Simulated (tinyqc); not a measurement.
Standing waves and exposure in a photoresist film: one step. Round trip and reflectance. Four cases, with inputs chosen for the exercise.

Question. Form p^2, the denominator and R; the period of the standing wave is lam/(2 n1).

Normal incidence from air. Unexposed resist: N1 = n1 + i k1 with k1 = (A + B) lam/(4 pi), lam in micrometres. r01 = (1 - N1)/(1 + N1), t01 = 2/(1 + N1). Below the resist lie the layer Na = na + i ka and the substrate Ns = ns + i ks: r12 = (r1a + ras x)/(1 + r1a ras x), x = exp(4 pi i Na da/lam), r1a = (N1 - Na)/(N1 + Na), ras = (Na - Ns)/(Na + Ns). With p = exp(2 pi i N1 d/lam), the field at depth z is E(z) = t01 [exp(2 pi i N1 z/lam) + r12 p^2 exp(-2 pi i N1 z/lam)]/(1 + r01 r12 p^2), the relative intensity I(z) = n1 |E(z)|^2 and the reflectance R = |(r01 + r12 p^2)/(1 + r01 r12 p^2)|^2.

Case 1.

Values chosen (out of a larger set: a resist on Al, indices near tabulated ones; not measured data): d = 296 nm (resist thickness); lam = 248 nm (vacuum wavelength).

N1 = 1.7420000+0.0149988i
r01 = -0.270627-0.003990i
r12 = 0.126038+0.200985i

Case 2.

Values chosen (out of a larger set: a resist on polySi, indices near tabulated ones; not measured data): d = 238 nm (resist thickness); lam = 193 nm (vacuum wavelength).

N1 = 1.7140000+0.0164335i
r01 = -0.263107-0.004462i
r12 = -0.178792-0.190920i

Case 3.

Values chosen (out of a larger set: a resist on Si, indices near tabulated ones; not measured data): d = 327 nm (resist thickness); lam = 248 nm (vacuum wavelength).

N1 = 1.7750000+0.0124332i
r01 = -0.279294-0.003229i
r12 = -0.180337-0.031467i

Case 4.

Values chosen (out of a larger set: a resist on Al, indices near tabulated ones; not measured data): d = 132 nm (resist thickness); lam = 193 nm (vacuum wavelength).

N1 = 1.6950000+0.0168943i
r01 = -0.257914-0.004652i
r12 = 0.117619-0.067529i

Give: p^2; 1 + r01 r12 p^2; R; period.

Answer.

Case 1.

p^2 = 0.4350+0.6697i
1 + r01 r12 p^2 = 1.0223-0.0462i
R = 0.1442
period = 71.18 nm

The film holds 4.16 periods.

Case 2.

p^2 = 0.1103+0.7673i
1 + r01 r12 p^2 = 0.9659+0.0411i
R = 0.0482
period = 56.30 nm

The film holds 4.23 periods.

Case 3.

p^2 = -0.3426-0.7382i
1 + r01 r12 p^2 = 0.9897-0.0403i
R = 0.0792
period = 69.86 nm

The film holds 4.68 periods.

Case 4.

p^2 = -0.3611+0.7859i
1 + r01 r12 p^2 = 0.9978-0.0302i
R = 0.0740
period = 56.93 nm

The film holds 2.32 periods.

Computed by tinyqc, one run a case: `OMP_NUM_THREADS=1 python tinyqc.py N N+1 out.jsonl` with N = 1651697, 1651747, 1652083, 1652445; one thread of a shared Intel(R) Xeon(R) Processor @ 2.30GHz, about 0.01 s a run at most.
